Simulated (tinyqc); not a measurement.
Comparisons within one model: periodic multilayer mirror for extreme ultraviolet light. A value that a table varies takes the place of the one given here.

s polarisation, vacuum above. q_j = sqrt(N_j^2 - sin^2 theta); interface r_jk = (q_j - q_k)/(q_j + q_k) exp(-2 (2 pi/lam)^2 q_j q_k sg^2) (Nevot-Croce; sg = 0 if not given); phase factor of a layer x_j = exp(4 pi i q_j d_j/lam). Each period has the spacer (thickness (1 - Gm) L) on top of the absorber (Gm L). In this recursion R is the amplitude; R in tables and results is the reflectance, its squared modulus. The substrate is of the spacer material. Starting with R = 0 in it, each interface upward gives R -> (r + R x)/(1 + r R x), x that of the layer below the interface (1 for the substrate).

Parameters, chosen for this exercise (optical constants near those of Mo and Si at 13.5 nm; shifted at random, so the results belong to these values and not to a real crystal): lam = 13.5 nm (wavelength); dA = (0.0779, 0.00691) (delta and beta of the absorber, N = 1 - delta + i beta); dS = (0.0008, 0.00179) (delta and beta of the spacer and the substrate); L = 7.11 nm (period); Gm = 0.32 (absorber share of the period); theta = 12 degrees (angle from the normal); sg = 0.2 nm (interface roughness); Np = 50 (periods).

## Number of periods

The last column sets both beta to zero.

Reflectance:
```
periods      R  R without absorption
5        0.095                 0.106
10       0.283                 0.346
15       0.451                 0.587
20       0.563                 0.762
30       0.660                 0.931
40       0.687                 0.981
50       0.693                 0.995
60       0.694                 0.999
80       0.695                 1.000
100      0.695                 1.000
```

What can be read from the table?

R reaches 0.687 at 40 periods and 0.695 at 100; it stays within 0.01 of the last value from 40 periods on. Without absorption the last value is 1.000: absorption, not the count of layers, caps the mirror, and the roughness, which weakens each reflection, lowers that cap further.

## Wavelength

The optical constants are held fixed.

Reflectance:
```
lam (nm)      R
12.9      0.057
13.0      0.074
13.1      0.149
13.2      0.233
13.3      0.501
13.4      0.632
13.5      0.693
13.6      0.722
13.7      0.721
13.8      0.653
13.9      0.287
14.0      0.143
14.1      0.118
14.2      0.026
14.3      0.073
```

What does this show, and why?

The largest value listed is 0.722 at 13.6 nm, against lam_B = 2 L Re(mean q) = 13.538 nm; the peak lies on the long side, where the nodes of the standing wave fall in the absorber. R exceeds half of that from 13.3 to 13.8 nm of the wavelengths listed, at least 3.7 % of the wavelength; a chain of ten mirrors narrows it, since R^10 falls to half where R has lost only 7 %.

## Absorber share

For each Gm the period is set so that lam_B = 2 L Re(mean q) equals lam - 0.09 nm.

Results:
```
Gm    L (nm)      R
0.15   6.945  0.556
0.20   6.973  0.653
0.25   7.002  0.699
0.30   7.031  0.720
0.35   7.060  0.729
0.40   7.090  0.729
0.45   7.119  0.724
0.50   7.149  0.713
0.60   7.210  0.673
0.70   7.272  0.598
```

What can be read from the table?

The largest value listed is 0.729 at 0.4. The contrast of a period goes as sin(pi Gm) and is largest at 0.5, while the loss grows with Gm; R is 0.713 at 0.5, 0.720 at 0.3 and 0.598 at 0.7. Absorption pulls the best share below 0.5.

## Angle of incidence

Results:
```
theta (degrees)  lam_B (nm)      R
0                    13.858  0.170
2                    13.849  0.190
4                    13.822  0.268
6                    13.778  0.404
8                    13.716  0.538
10                   13.636  0.633
12                   13.538  0.693
14                   13.423  0.724
16                   13.291  0.707
18                   13.142  0.345
20                   12.975  0.172
```

How do the results move?

lam_B = 2 L Re(mean q) falls with the angle, from 13.858 to 12.975 nm; the largest value listed is 0.724 at 14 degrees. R stays above 90 % of that value at 12, 14 and 16 degrees, which bounds the cone of light that a mask or mirror with this period accepts.

## Tolerances

R of the mirror, and R^10 for a chain of ten such mirrors. Each row changes one parameter from the base and keeps the others.

Results:
```
case                         R    R^10
base                    0.6929  0.0255
L = 7.15 nm             0.6508  0.0136
Gm = 0.36               0.7132  0.0341
theta = 14 degrees      0.7238  0.0395
sg = 0.4 nm             0.6803  0.0212
dA = (0.0779, 0.00829)  0.6620  0.0162
lam = 13.55 nm          0.7105  0.0328
```

What does this show?

The largest shifts from the base row, up to three for each result and ties (the steps differ in size, so this ranks the rows, not the parameters). R: L -0.0421, theta +0.0310, dA -0.0309. R^10: theta +0.0140, L -0.0119, dA -0.00935.

(tinyqc, `OMP_NUM_THREADS=1 python tinyqc.py 1651585 1651586 out.jsonl`, Intel(R) Xeon(R) Processor @ 2.30GHz, 1 thread, shared host, about 0.01 s.)
